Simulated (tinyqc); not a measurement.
Comparisons within one model: inter-valley coupling by envelope functions against a chain of atomic planes. A value that a table varies takes the place of the one given here.

Chain: E(phi) = e0 + 2 v cos(phi) + 2 u cos(2 phi), cos(phi0) = -v/(4u), e0 = 2u + v^2/(4u); plane j = 0, 1, ... has the potential V_j = dE x_j + F (j - 30) a/4 (1 MV/m = 1e-4 V/angstrom). There are 30 barrier planes a side; with y = j - 29.5, x_j = xb (f(y) + f(Nw - y)), f(y) = 1/(1 + exp(y/L)), plus any Ge added in the well. The valley splitting is the spacing of the two lowest levels. Envelope theory: F_j solves a one-valley chain with hopping -b and diagonal 2b + V_j, b = 4u sin^2(phi0), sum F_j^2 = 1; the valleys couple by Dv = sum_j F_j^2 V_j exp(-2 i phi0 j) and split by 2|Dv|.

Values chosen for the exercise (near those of the Delta valleys of silicon in a SiGe well; shifted at random, so the results belong to these values and not to a real crystal):
- a = 5.431 angstrom (lattice constant; planes lie a/4 apart)
- u = 0.637 eV (second-neighbour hopping)
- v = 0.79 eV (nearest hopping)
- Nw = 56 (planes in the well)
- L = 1.25 planes (interface width)
- xb = 0.27 (Ge fraction of the barriers)
- dE = 0.55 eV (offset per unit Ge fraction)
- F = 2 MV/m (field)
- xs = 0.19 (Ge fraction added on that plane)
- xw = 0.015 (mean Ge fraction of the wiggle)
- x0 = 4241 (start of the number sequence)
- na = 8000 (atoms a plane under the dot)
- js = 56 (plane j of a Ge spike (the well starts at j = 30))

## Position of the spike

The spike is moved through the well; position counted from the first well plane, j - 30.

Against position:
```
j - 30  F_j^2, smooth  mean of the doublet (meV)  splitting, chain (micro-eV)  envelope  first order
3             0.00618                      13.30                          874       837         1291
7             0.01404                      13.78                         1835      1735         2935
11            0.02250                      14.33                         2944      2795         4703
17            0.03170                      15.16                         4602      4483         6625
22            0.03383                      15.55                         5383      5300         7071
28            0.03000                      15.18                         4642      4560         6269
36            0.01896                      14.13                         2532      2422         3963
45            0.00700                      13.31                          896       845         1464
53            0.00114                      12.95                          172       166          239
```

The splitting is largest at plane 22 among these rows (5383 micro-eV), and the smooth envelope peaks at plane 21, counting all planes; without a spike it is 0.33. Where the splitting exceeds 20 micro-eV the envelope theory lies within 5.7 % of the chain and first order within 63 %.

## A periodic Ge profile (wiggle well)

periods (planes): pi/phi0 1.66571, pi/(pi - phi0) 2.50216

Added fraction xw (1 - cos(2 pi (j - 30)/p)) on the well planes; p = f times the resonant period pi/(pi - phi0). At resonance the estimate is dE xw.

Against period:
```
f     p (planes)  mean of the doublet (meV)  splitting, chain (micro-eV)  envelope
0.90      2.2519                      20.95                          159       172
0.95      2.3770                      20.58                         2479      2628
0.98      2.4521                      20.78                         6734      6990
0.99      2.4771                      20.97                         7764      7862
1.00      2.5022                      21.06                         8192      8163
1.01      2.5272                      20.99                         7879      7861
1.02      2.5522                      20.82                         6983      7042
1.05      2.6273                      20.54                         3278      3267
1.10      2.7524                      20.86                          416       391
1.50      3.7532                      21.04                           13        12
3.00      7.5065                      21.04                            9         9
```

The splitting peaks at f = 1 with 8.19 meV, against the estimate dE xw = 8.25 meV, and is 0.82 and 0.85 of the value at f = 1 two per cent off to either side: the width of the resonance is set by the number of periods under the envelope. At f = 3 it is 9 micro-eV. The chain has one orbital a plane and knows only this resonance; longer periods that work through other bands are outside it.

## Random alloy fluctuations

A uniform fraction x is added on all planes. Each plane j then fluctuates by q sqrt(x_j (1 - x_j)/na) in Ge fraction, q = sqrt12 (z/2147483647 - 1/2) with z(new) = 16807 z mod 2147483647 from x0, restarted for each row; 24 samples. Theory: Dv is a complex Gaussian with sigma^2 = dE^2 sum F_j^4 x_j (1 - x_j)/na, and the mean splitting is sqrt(pi) sigma if the smooth part is negligible.

Splitting (micro-eV):
```
x     sigma  sqrt(pi) sigma  mean of 24  least  largest
0.00   13.0            23.1        22.4    1.6     49.3
0.01   97.5           172.8       144.4   12.5    319.6
0.02  136.6           242.1       204.1   11.4    446.3
0.05  212.1           375.9       319.0    9.5    696.6
0.10  291.6           516.9       440.4   20.3    961.2
```

Without added Ge the disorder sits in the barriers, where the state is small: mean 22.4 micro-eV, against 0.33 for the smooth well. With 5 % Ge in the well the mean is 319, theory 376, with a statistical error of about 11 % for 24 samples; the miss is -15 %, and since every row reuses one sequence the rows with added Ge miss alike. The spread grows with the mean: at 5 % the samples run from 10 to 697, so small splittings remain possible. sigma falls as 1/sqrt(na) for larger dots. A chain with one orbital a plane has no Bloch-function factor, which scales all these couplings down in fuller models.

## What each parameter does

Chain with the spike on plane js. Each row changes one parameter from the base and keeps the others.

Results:
```
case             level (meV)  splitting (micro-eV)
base                  15.400                5075.0
Nw = 62               14.881                4843.6
L = 1.75 planes       15.875                5258.6
xb = 0.32             15.640                5182.5
dE = 0.605 eV         15.723                5510.6
F = 4 MV/m            21.055                4455.5
js = 59               15.056                4386.9
xs = 0.247            15.925                6125.1
```

The largest shifts from the base row, up to three for each result and ties (the steps differ in size, so this ranks the rows, not the parameters). level (meV): F +5.654, xs +0.525, Nw -0.519. splitting (micro-eV): xs +1050.2, js -688.1, F -619.4.

Program tinyqc; command `OMP_NUM_THREADS=1 python tinyqc.py 1481678 1481679 out.jsonl`; about 0.05 s on one thread of a shared Intel(R) Xeon(R) Processor @ 2.30GHz.
